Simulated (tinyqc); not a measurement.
Inside a calculation. Method: G0W0 on RHF in the sto-3g basis, for BeH2, spin multiplicity 1. One step of it, computed by the program tinyqc.

Question. Screening: direct RPA. With D = e_a - e_i and K = (ia|jb): diagonalise D^(1/2) (D + 4K) D^(1/2) = Z w^2 Z^T; X + Y = D^(1/2) Z w^(-1/2), each column of Z with its largest component positive (the first on a tie); E_c = (sum w - tr (D + 2K)) / 2.

orbital energies (hartree): MO1 -4.517050, MO2 -0.473800, MO3 -0.440344, MO4 0.207696, MO5 0.208985, MO6 0.508706, MO7 1.068412

Two-electron integrals over orbitals (pq|rs), unique and non-zero (hartree):
```
(11|11) 2.271402    (21|11) -0.206571   (21|21) 0.028794    (22|11) 0.503460
(22|21) -0.007383   (22|22) 0.409573    (31|31) 0.006612    (32|31) 0.015879
(32|32) 0.165964    (33|11) 0.475157    (33|21) -0.003049   (33|22) 0.422870
(33|33) 0.445722    (41|11) 0.018845    (41|21) -0.002328   (41|22) 0.002023
(41|33) 0.001171    (41|41) 0.015878    (42|11) -0.006198   (42|21) 0.000905
(42|22) 0.005993    (42|33) 0.005202    (42|41) 0.015353    (42|42) 0.050513
(43|31) -0.000023   (43|32) 0.004934    (43|43) 0.015844    (44|11) 0.568683
(44|21) -0.008565   (44|22) 0.375663    (44|33) 0.364850    (44|41) -0.002582
(44|42) -0.011114   (44|44) 0.450924    (51|51) 0.015768    (52|51) 0.015517
(52|52) 0.050612    (53|53) 0.015604    (54|51) -0.001612   (54|52) -0.004199
(54|54) 0.024581    (55|11) 0.569166    (55|21) -0.008495   (55|22) 0.376308
(55|33) 0.365101    (55|41) 0.000611    (55|42) -0.002818   (55|44) 0.401239
(55|55) 0.449859    (61|11) -0.169419   (61|21) 0.024341    (61|22) -0.007007
(61|33) -0.004599   (61|41) -0.000713   (61|42) 0.001755    (61|44) -0.004386
(61|55) -0.004062   (61|61) 0.021024    (62|11) 0.097300    (62|21) -0.006855
(62|22) -0.029264   (62|33) -0.051726   (62|41) 0.001636    (62|42) -0.000806
(62|44) 0.043976    (62|55) 0.044981    (62|61) -0.002828   (62|62) 0.075759
(63|31) -0.004016   (63|32) -0.096525   (63|43) -0.004014   (63|63) 0.082913
(64|11) 0.007437    (64|21) 0.000213    (64|22) 0.002594    (64|33) -0.000528
(64|41) 0.015843    (64|42) 0.046232    (64|44) -0.003767   (64|55) 0.002141
(64|61) 0.001611    (64|62) 0.008822    (64|64) 0.049645    (65|51) 0.016172
(65|52) 0.047492    (65|54) -0.003042   (65|65) 0.050864    (66|11) 0.480516
(66|21) -0.006204   (66|22) 0.406443    (66|33) 0.416922    (66|41) 0.003980
(66|42) 0.012567    (66|44) 0.371286    (66|55) 0.372966    (66|61) -0.005189
(66|62) -0.038129   (66|64) 0.008215    (66|66) 0.421166    (71|31) 0.011993
(71|32) 0.021368    (71|43) -0.000389   (71|63) -0.003314   (71|71) 0.022407
(72|31) 0.002781    (72|32) -0.047024   (72|43) -0.005416   (72|63) 0.060872
(72|71) 0.006591    (72|72) 0.056482    (73|11) 0.132499    (73|21) -0.005682
(73|22) -0.010213   (73|33) -0.024752   (73|41) -0.000546   (73|42) -0.008070
(73|44) 0.053531    (73|55) 0.053311    (73|61) -0.002958   (73|62) 0.070332
(73|64) 0.002252    (73|66) -0.031031   (73|73) 0.080545    (74|31) -0.001610
(74|32) -0.013782   (74|43) 0.013559    (74|63) 0.007890    (74|71) -0.002531
(74|72) 0.001819    (74|74) 0.017572    (75|53) 0.013884    (75|75) 0.016228
(76|31) 0.011979    (76|32) 0.142974    (76|43) 0.005770    (76|63) -0.097228
(76|71) 0.015917    (76|72) -0.059588   (76|74) -0.011854   (76|76) 0.141252
(77|11) 0.588631    (77|21) -0.009708   (77|22) 0.439895    (77|33) 0.459418
(77|41) 0.000304    (77|42) 0.000864    (77|44) 0.396706    (77|55) 0.396154
(77|61) -0.009178   (77|62) -0.045703   (77|64) -0.004016   (77|66) 0.445766
(77|73) -0.019412   (77|77) 0.502981
```

Give: D^(1/2) (D + 4K) D^(1/2); excitation energies w; X + Y; RPA correlation energy.

Answer.

D^(1/2) (D + 4K) D^(1/2) (hartree^2):
```
         1>4      1>5      1>6      1>7      2>4     2>5      2>6      2>7
1>4  22.6233   0.0000  -0.0139   0.0000   0.1102  0.0000   0.0141   0.0000
1>5   0.0000  22.6335   0.0000   0.0000   0.0000  0.1115   0.0000   0.0000
1>6  -0.0139   0.0000  25.6809   0.0000   0.0130  0.0000  -0.0251   0.0000
1>7   0.0000   0.0000   0.0000  31.6980   0.0000  0.0000   0.0000   0.0774
2>4   0.1102   0.0000   0.0130   0.0000   0.6021  0.0000  -0.0026   0.0000
2>5   0.0000   0.1115   0.0000   0.0000   0.0000  0.6044   0.0000   0.0000
2>6   0.0141   0.0000  -0.0251   0.0000  -0.0026  0.0000   1.2631   0.0000
2>7   0.0000   0.0000   0.0000   0.0774   0.0000  0.0000   0.0000   2.7268
3>4   0.0000   0.0000   0.0000  -0.0030   0.0000  0.0000   0.0000  -0.0217
3>5   0.0000   0.0000   0.0000   0.0000   0.0000  0.0000   0.0000   0.0000
3>6   0.0000   0.0000   0.0000  -0.0305   0.0000  0.0000   0.0000   0.2946
3>7  -0.0058   0.0000  -0.0326   0.0000  -0.0327  0.0000   0.3425   0.0000

         3>4     3>5      3>6      3>7
1>4   0.0000  0.0000   0.0000  -0.0058
1>5   0.0000  0.0000   0.0000   0.0000
1>6   0.0000  0.0000   0.0000  -0.0326
1>7  -0.0030  0.0000  -0.0305   0.0000
2>4   0.0000  0.0000   0.0000  -0.0327
2>5   0.0000  0.0000   0.0000   0.0000
2>6   0.0000  0.0000   0.0000   0.3425
2>7  -0.0217  0.0000   0.2946   0.0000
3>4   0.4610  0.0000  -0.0126   0.0000
3>5   0.0000  0.4622   0.0000   0.0000
3>6  -0.0126  0.0000   1.2154   0.0000
3>7   0.0000  0.0000   0.0000   2.7624
```

excitation energies w (hartree): [0.6787, 0.6798, 0.7753, 0.7771, 1.0771, 1.0902, 1.6680, 1.6845, 4.7564, 4.7575, 5.0676, 5.6301]

X + Y:
```
          1       2        3        4        5        6        7        8
1>4  0.0000  0.0000  -0.0123   0.0000   0.0000  -0.0015   0.0000   0.0004
1>5  0.0000  0.0000   0.0000  -0.0125   0.0000   0.0000   0.0000   0.0000
1>6  0.0000  0.0000  -0.0013   0.0000   0.0000   0.0015   0.0000   0.0028
1>7  0.0003  0.0000   0.0000   0.0000   0.0033   0.0000  -0.0045   0.0000
2>4  0.0000  0.0000   0.9374   0.0000   0.0000   0.0058   0.0000  -0.0092
2>5  0.0000  0.0000   0.0000   0.9374   0.0000   0.0000   0.0000   0.0000
2>6  0.0000  0.0000  -0.0046   0.0000   0.0000   0.9276   0.0000   0.1623
2>7  0.0117  0.0000   0.0000   0.0000  -0.2214   0.0000   0.9449   0.0000
3>4  0.9770  0.0000   0.0000   0.0000  -0.0093   0.0000  -0.0063   0.0000
3>5  0.0000  0.9773   0.0000   0.0000   0.0000   0.0000   0.0000   0.0000
3>6  0.0161  0.0000   0.0000   0.0000   0.9224   0.0000   0.1395   0.0000
3>7  0.0000  0.0000   0.0220   0.0000   0.0000  -0.2500   0.0000   0.9247

           9      10       11       12
1>4   0.9966  0.0000  -0.0044   0.0000
1>5   0.0000  0.9967   0.0000   0.0000
1>6   0.0047  0.0000   0.9958   0.0000
1>7   0.0000  0.0000   0.0000   0.9960
2>4   0.0019  0.0000   0.0002   0.0000
2>5   0.0000  0.0019   0.0000   0.0000
2>6   0.0003  0.0000  -0.0005   0.0000
2>7   0.0000  0.0000   0.0000   0.0014
3>4   0.0000  0.0000   0.0000   0.0000
3>5   0.0000  0.0000   0.0000   0.0000
3>6   0.0000  0.0000   0.0000  -0.0004
3>7  -0.0002  0.0000  -0.0008   0.0000
```

RPA correlation energy = -0.035226 hartree
